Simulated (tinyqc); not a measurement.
Schottky barrier with interface states (Cowley-Sze model), image lowering and contact resistance. Inputs raised by 10 %, one at a time. Computed by tinyqc, a small Python program. Command: `OMP_NUM_THREADS=1 python tinyqc.py 3003430 3003431 out.jsonl pinning sens`. One thread of a shared host (Intel(R) Xeon(R) Processor @ 2.30GHz), about 0.02 s of CPU time with the checks.

An n-type semiconductor under a metal. The barrier lies between the Schottky-Mott limit phi_M - chi and the Bardeen limit E_g - E_n, E_n being the neutrality level of the interface states; the space-charge term of the full Cowley-Sze expression is left out.

Inputs (values chosen for the exercise, for a model semiconductor): gap E_g = 2.62 eV; electron affinity chi = 4.39 eV; metal work function phi_M = 4.71 eV; neutrality level E_n above the valence band = 0.581 eV; interface-state density D = 1.7e+13 cm^-2 eV^-1; dipole layer thickness delta = 0.53 nm; dipole layer constant eps_i = 2; dielectric constant eps_s = 8.62; electron mass m_e = 0.234 m_0; valleys M_c = 1; donor density N = 1.6e+17 cm^-3; temperature T = 425 K; reverse bias V_r = 0.32 V.

Pinning factor from: interface states.

Constants: e = 1.602176634e-19 C; eps_0 = 8.8541878128e-12 F/m; k_B = 8.617333262e-05 eV/K; m_0 = 9.1093837015e-31 kg; k_B = 1.380649e-23 J/K; h = 6.62607015e-34 J s.

Method:
- S = 1/(1 + e^2 D delta/(eps_i eps_0)); for D per eV, e^2 D is the number e x D in SI units, with 1 cm^-2 = 1e4 m^-2.
- phi_B = S (phi_M - chi) + (1 - S)(E_g - E_n); the hole barrier is E_g - phi_B.
- N_c = 2 M_c (2 pi m_e k_B T/h^2)^(3/2); xi = E_c - E_F solves N = N_c F_1/2(-xi/k_B T) (bisection; full ionisation).
- F_1/2(eta) = (2/sqrt(pi)) int_0^infinity sqrt(x)/(1 + exp(x - eta)) dx, by the trapezoid rule in t = sqrt(x) with step 0.02 up to t = 12 (for eta < -12 by exp(eta) - exp(2 eta)/2^(3/2)).
- V_bi = phi_B - xi; W = sqrt(2 eps_s eps_0 (V_bi + V_r - k_B T/e)/(e N)); field at the metal E_m = e N W/(eps_s eps_0); image lowering sqrt(e E_m/(4 pi eps_s eps_0)).
- A* = 4 pi e m_e M_c k_B^2/h^3 (a simple valley count); J_s = A* T^2 exp(-phi/k_B T).
- J_0 uses phi_B; the reverse current uses phi_B less the image lowering, times 1 - exp(-V_r/k_B T).

Runs; columns: (1) input moved; (2) from; (3) to; (4) barrier phi_B (eV); (5) thermionic reverse current (A/cm^2); (6) depletion width W (nm); (7) image lowering (eV):
```
(1)                                          (2)       (3)     (4)         (5)     (6)       (7)
base run                                       -         -  1.0920  3.8181e-06  86.320  0.069593
metal work function phi_M (eV)              4.71     5.181  1.3515  3.5050e-09  94.848  0.072950
electron affinity chi (eV)                  4.39     4.829  0.8501  2.5505e-03  77.531  0.065955
interface-state density D (cm^-2 eV^-1)  1.7e+13  1.87e+13  1.1327  1.2759e-06  87.713  0.070152
temperature T (K)                            425     467.5  1.0920  5.7998e-05  85.562  0.069287
reverse bias V_r (V)                        0.32     0.352  1.0920  3.8647e-06  87.417  0.070034
electron mass m_e (m_0)                    0.234    0.2574  1.0920  4.1915e-06  86.137  0.069519
dielectric constant eps_s                   8.62     9.482  1.0920  3.3490e-06  90.533  0.064792
```

Exponents ln(y'/y) / ln(x'/x):
```
input                      barrier phi_B  thermionic reverse current  depletion width W  image lowering
metal work function phi_M          2.237                     -73.374              0.989           0.494
electron affinity chi             -2.627                      68.243             -1.127          -0.563
interface-state density D          0.384                     -11.500              0.168           0.084
temperature T                      0.000                      28.545             -0.093          -0.046
reverse bias V_r                   0.000                       0.127              0.132           0.066
electron mass m_e                  0.000                       0.979             -0.022          -0.011
dielectric constant eps_s          0.000                      -1.375              0.500          -0.750
```

To which inputs is each result most sensitive?

Among the inputs moved here: barrier phi_B answers most in size to electron affinity chi (exponent -2.627), next to metal work function phi_M (+2.237); its exponent is below 0.0005 for temperature T, reverse bias V_r, electron mass m_e, dielectric constant eps_s. Thermionic reverse current answers most in size to metal work function phi_M (exponent -73.374), next to electron affinity chi (+68.243). Depletion width W answers most in size to electron affinity chi (exponent -1.127), next to metal work function phi_M (+0.989). Image lowering answers most in size to dielectric constant eps_s (exponent -0.750), next to electron affinity chi (-0.563).
